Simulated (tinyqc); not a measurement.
## Weibull slope from two areas

Problem. Oxide breakdown times follow a Weibull law, F = 1 - exp(-(t/t63)^beta). For defects spread at random t63 goes as A^(-1/beta). Find beta and the time at which the share Fp of the area-A2 devices has failed, t63(A2) (-ln(1 - Fp))^(1/beta).

Parameters, values chosen for the exercise: area of a test capacitor A1 = 2000 um^2; gate area of the product A2 = 5.5e5 um^2; allowed share of failed products Fp = 0.001.

t63 at the areas A1 and A2 (s): [310, 2.8746465]

Answer. beta = ln(A2/A1)/ln(t63(A1)/t63(A2)).

beta = 1.20
time to Fp = 0.00909 s

tinyqc, about 0.01 s, one thread, Intel Xeon 2.30GHz (shared host): `OMP_NUM_THREADS=1 python tinyqc.py 2070063 2070064 out.jsonl`
